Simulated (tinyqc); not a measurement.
Hot carriers by balance equations with a heated Maxwellian: one step, computed by the program tinyqc. Command: `OMP_NUM_THREADS=1 python tinyqc.py 3028815 3028816 out.jsonl hot walk`. One thread of a shared host (Intel(R) Xeon(R) Processor @ 2.30GHz), about 0.02 s of CPU time with the checks.

The carriers follow a Maxwellian at an electron temperature T_e, slightly displaced; the drift energy is neglected against k_B T_e. The balance averages the rate, not the time, so mu_0 lies below the relaxation-time value.

Task: Drift velocity. Parabolic band: E = hbar^2 k^2/(2 m), speed v = hbar k/m, states per spin, volume and energy g(E) = m k/(2 pi^2 hbar^2). Masses are multiplied by m_0 and all formulas are in SI units. Phonon occupation N_q = 1/(exp(hbar w/(k_B T)) - 1). Acoustic deformation potential (elastic, equipartition, absorption and emission together): 1/tau = 2 pi k_B T D_A^2 g(E)/(hbar rho v_l^2). Optical or intervalley deformation potential: 1/tau = (pi Z_f D_o^2/(rho w)) [N_q g(E + hbar w) + (N_q + 1) g(E - hbar w)], with g = 0 below the band edge. Averages over the Maxwellian, <y> = int y x^(1/2) exp(-x) dx / int x^(1/2) exp(-x) dx with x = E/(k_B T_e), split at x_0 = hbar w/(k_B T_e): 64 Gauss-Legendre points in sqrt(x) below it and 128 in sqrt(x - x_0) above it, up to x = 32. Momentum balance: mu(T_e) = e/(m nu), nu = <x (sum of rates)>/<x>. Power lost per carrier: P(T_e) = hbar w <emission rate - absorption rate> + <(2 m v_l^2/(k_B T)) (E - 2 k_B T) acoustic rate>. v = mu(T_e) F; warm-carrier coefficient (mu/mu_0 - 1)/F^2.

Inputs (values chosen for the exercise, modelled on electrons in diamond): effective mass m = 0.476 m_0; density rho = 3515 kg/m^3; sound velocity v_l = 18400 m/s; acoustic deformation potential D_A = 8.7 eV; phonon energy hbar w = 138 meV; optical or intervalley deformation potential D_o = 8.1 1e8 eV/cm; final valleys Z_f = 5; lattice temperature T = 300 K; electric field F = 35 kV/cm.

Band: parabolic. Solver: Newton.

electron temperature T_e = 1231.495 K

low-field mobility mu_0 = 3812.017 cm^2/(V s)

Constants: k_B = 8.617333262e-05 eV/K; k_B = 1.380649e-23 J/K; e = 1.602176634e-19 C; hbar = 1.054571817e-34 J s; m_0 = 9.1093837015e-31 kg; hbar = 6.582119569e-16 eV s.

Give: mobility mu(T_e); drift velocity; mu/mu_0; (mu/mu_0 - 1)/F^2.

Result:

mobility mu(T_e) = 415.1 cm^2/(V s)

drift velocity = 1.453 1e7 cm/s

mu/mu_0 = 0.1089

(mu/mu_0 - 1)/F^2 = -7.274e-04 cm^2/kV^2

Caution: the drift energy m v^2/2 is not small against the heating (3/2) k_B (T_e - T), so T_e - T is rough.
